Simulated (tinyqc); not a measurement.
Worked calculation: composition and strain of an epitaxial Si(1-x)Ge(x) layer from Raman and X-ray peaks. Computed by tinyqc, a small Python program that keeps every step. Command: `OMP_NUM_THREADS=1 python tinyqc.py 3028280 3028281 out.jsonl epiraman walk`. One thread of a shared host (Intel(R) Xeon(R) Processor @ 2.30GHz), about 0.01 s of CPU time with the checks. Intermediate numbers are printed to about 6 digits and carried at full precision; extremes and crossings named in words are read from the listed rows.

A (001) layer, biaxially strained in the plane. The Raman peaks follow empirical lines omega = w0 + c1 x + c3 x^3 + b eps (c3 for Si-Ge alone), with eps the in-plane strain.

Inputs (values chosen for the exercise, modelled on silicon-germanium):

| quantity | value | unit |
|---|---|---|
| Ge fraction x | 0.43 | - |
| degree of relaxation R | 0 | - |
| Ge fraction y of the buffer | 0.7 | - |
| lattice constant of Si | 5.431 | angstrom |
| lattice constant of Ge | 5.658 | angstrom |
| bowing B | 0.027 | angstrom |
| 2 C12/C11 of Si | 0.778 | - |
| 2 C12/C11 of Ge | 0.756 | - |
| Si-Si: w0 | 520.2 | 1/cm |
| Si-Si: c1 | -67.7 | 1/cm |
| Si-Si: strain coefficient b | -691 | 1/cm |
| Si-Ge: w0 | 400.1 | 1/cm |
| Si-Ge: c1 | 25.1 | 1/cm |
| Si-Ge: c3 | -33.5 | 1/cm |
| Si-Ge: strain coefficient b | -573 | 1/cm |
| Ge-Ge: w0 | 280.1 | 1/cm |
| Ge-Ge: c1 | 19.2 | 1/cm |
| Ge-Ge: strain coefficient b | -447 | 1/cm |
| uncertainty of a Raman peak | 0.05 | 1/cm |
| X-ray wavelength | 1.540598 | angstrom |

Substrate: relaxed alloy buffer. Pair of peaks used: Si-Ge and Ge-Ge.

## Lattice constants and strain

Relaxed lattice constant a(x) = a_Si + (a_Ge - a_Si) x - B x (1 - x). In-plane constant a_par = a_sub + R (a(x) - a_sub); eps = a_par/a(x) - 1; eps_perp = -(2 C12/C11) eps with 2 C12/C11 linear in x; a_perp = a(x) (1 + eps_perp). The buffer has a_sub = a(y).

relaxed constant a(x) = 5.52199 angstrom

substrate constant a_sub = 5.58423 angstrom

a_par = 5.58423 angstrom

in-plane strain eps = 11.2709 per mille

strain along the normal = -8.66212 per mille

a_perp = 5.47416 angstrom

The layer is under tension in the plane and is shortened along the normal.

## Raman peaks

Insert x and eps in the three lines; the strain part is b eps.

Si-Si peak = 483.301 1/cm

Si-Ge peak = 401.771 1/cm

Ge-Ge peak = 283.318 1/cm

strain parts (1/cm): Si-Si -7.78818, Si-Ge -6.45821, Ge-Ge -5.03808

Read as unstrained, the Si-Si peak would give x = 0.545 in place of 0.43.

## X-ray (004) reflection

Bragg angle theta = arcsin(2 lambda/a) for (004), for the substrate with a_sub and the layer with a_perp; separation in arc seconds.

theta of the substrate = 33.4883 degree

theta of the layer = 34.2539 degree

separation, layer less substrate = 2756.16 arcsec

## Back from two peaks to composition and strain

Unknowns x and eps (per mille). Newton steps: J d = (measured - model), J = [d omega/dx, d omega/d eps] for the two peaks; start at x = 0.5, eps = 0; stop when |d| < 1e-9. The peaks are rounded to 0.001 per cm; R = (a(x)(1 + eps) - a_sub)/(a(x) - a_sub).

peaks used (1/cm): Si-Ge 401.771, Ge-Ge 283.318

Iterations:

| step | x | eps (per mille) | residual 1 (1/cm) | residual 2 (1/cm) |
|---|---|---|---|---|
| 0 | 0.500000 | 0.0000 | -6.69150e+00 | -6.382 |
| 1 | 0.439544 | 11.6806 | 1.76256e-01 | 0.000 |
| 2 | 0.430233 | 11.2807 | 3.80316e-03 | 0.000 |
| 3 | 0.430023 | 11.2717 | 1.90558e-06 | 0.000 |
| 4 | 0.430023 | 11.2717 | 0 | 0.000 |

recovered x = 0.430023

recovered eps = 11.2717 per mille

recovered R = 0

## Which pair of peaks is best

For each pair invert J = [d omega/dx, d omega/d eps] at the true x. Independent errors of the given size in both peaks give sigma_x and sigma_eps = uncertainty x (norm of the rows of the inverse of J).

Error propagation:

| pair | det J | sigma_x | sigma_eps (per mille) |
|---|---|---|---|
| Si-Si and Si-Ge | 43.2957 | 0.00103667 | 0.0785447 |
| Si-Si and Ge-Ge | 43.5291 | 9.45317e-04 | 0.0808309 |
| Si-Ge and Ge-Ge | 8.08826 | 0.00449251 | 0.125343 |

The pair Si-Si and Ge-Ge fixes x best (sigma_x = 9.5e-4) and Si-Ge and Ge-Ge worst (0.0045), a factor 4.8. Strain moves all peaks the same way, so a good pair needs different ratios of composition slope to strain coefficient, best of opposite sign; the slopes here are -67.7, 6.5 and 19.2 per cm for Si-Si, Si-Ge and Ge-Ge. Errors in the coefficients themselves are not counted.

## Relaxation at fixed composition

(004) Bragg angle theta = arcsin(2 lambda/a), with a = a_perp for the layer and a_sub for the substrate; separation = layer less substrate. The apparent x is the one that a fully strained layer (R = 0) would need to give the same a_perp.

Signatures:

| R | eps (per mille) | Si-Si (1/cm) | Ge-Ge (1/cm) | a_perp (angstrom) | (004) separation (arcsec) | apparent x if R = 0 is assumed |
|---|---|---|---|---|---|---|
| 0.00 | 11.2709 | 483.301 | 283.318 | 5.47416 | 2756.16 | 0.430000 |
| 0.15 | 9.5802 | 484.469 | 284.074 | 5.48133 | 2572.35 | 0.448076 |
| 0.30 | 7.8896 | 485.637 | 284.829 | 5.48851 | 2389.14 | 0.466083 |
| 0.50 | 5.6354 | 487.195 | 285.837 | 5.49808 | 2145.78 | 0.489984 |
| 0.70 | 3.3813 | 488.753 | 286.845 | 5.50764 | 1903.45 | 0.513763 |
| 0.85 | 1.6906 | 489.921 | 287.600 | 5.51482 | 1722.38 | 0.531520 |
| 1.00 | 0.0000 | 491.089 | 288.356 | 5.52199 | 1541.89 | 0.549210 |

Full relaxation moves the Si-Si peak by +7.79 per cm and shrinks the X-ray separation to 56 % of its strained value, about 1/(1 + 2 C12/C11). A symmetric reflection alone cannot part x from R: a relaxed layer read as strained gives x = 0.549 in place of 0.43. An asymmetric reflection or a second peak is needed.

Checks made by the program: recovered composition (relative difference 5e-05).
